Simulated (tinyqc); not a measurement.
Charge state against the Fermi level: deep level with several charge states.

Energies from Ev. The defect has charge states +1, 0, -1 with weights 1, gm exp((EF - E1)/kT), exp((2 EF - E1 - E2)/kT); the shares are the weights over their sum. Boltzmann carriers: n = Nc exp((EF - Eg)/kT), p = Nv exp(-EF/kT). Neutrality: p - n + Nd + Nt <q> = 0.

Constants: kB = 8.617333262e-05 eV/K.

Values chosen for the exercise (gap and densities of states near those of InP at this temperature; shifted at random, so the results belong to these values and not to a real crystal):
- E1 = 1.058 eV (level (+1/0) above Ev)
- E2 = 0.97 eV (level (0/-1) above Ev)
- gm = 1 (degeneracy of the middle state, the others 1)
- T = 350 K

Shares:
```
EF (eV)     +1      0     -1     <q>
0.081    1.000  0.000  0.000   1.000
0.188    1.000  0.000  0.000   1.000
0.296    1.000  0.000  0.000   1.000
0.404    1.000  0.000  0.000   1.000
0.511    1.000  0.000  0.000   1.000
0.619    1.000  0.000  0.000   1.000
0.835    0.999  0.001  0.000   0.999
0.942    0.971  0.021  0.008   0.963
1.050    0.079  0.061  0.860  -0.781
1.158    0.000  0.002  0.998  -0.998
1.265    0.000  0.000  1.000  -1.000
```

Give the missing row, EF (eV) = 0.727.

Computed row:
```
EF (eV)     +1      0     -1    <q>
0.727    1.000  0.000  0.000  1.000
```

E2 lies below E1 (negative U = -0.088 eV), so the charge goes from +1 to -1 near (E1 + E2)/2 = 1.014 eV, two electrons at once; the middle state never exceeds a share of 0.104.

Run: tinyqc, `OMP_NUM_THREADS=1 python tinyqc.py 1651971 1651972 out.jsonl`; Intel(R) Xeon(R) Processor @ 2.30GHz, one thread, shared host; about 0.01 s of CPU time with all checks.
